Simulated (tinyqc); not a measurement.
## Trap density from the capacitance step

Inverse problem. A junction with shallow donors Nd and a deep trap has C_HF = eps0 eps_r/W and C_LF = eps0 eps_r (Nd + Nt)/(Nd W + Nt xt), xt = W - lam. Find W, xt and Nt.

Values chosen for this exercise:
- eps_r = 15.8 (relative permittivity)
- Nd = 8.9e15 cm^-3 (shallow donor density)

Constants: eps0 = 8.8541878128e-14 F/cm where lengths are in cm. Results are converted to the units shown.

C_HF = 48.770024 nF/cm^2
C_LF = 55.151052 nF/cm^2
lam = 161.61435 nm

Solution. C_HF gives W. With y = C_LF/C_HF, Nt/Nd = (y - 1)/(1 - y xt/W).

W = 287 nm
xt = 125 nm
Nt = 2.30e15 cm^-3

Numbers from tinyqc (`OMP_NUM_THREADS=1 python tinyqc.py 2050088 2050089 out.jsonl`; about 0.01 s on one thread of a shared Intel Xeon 2.30GHz).
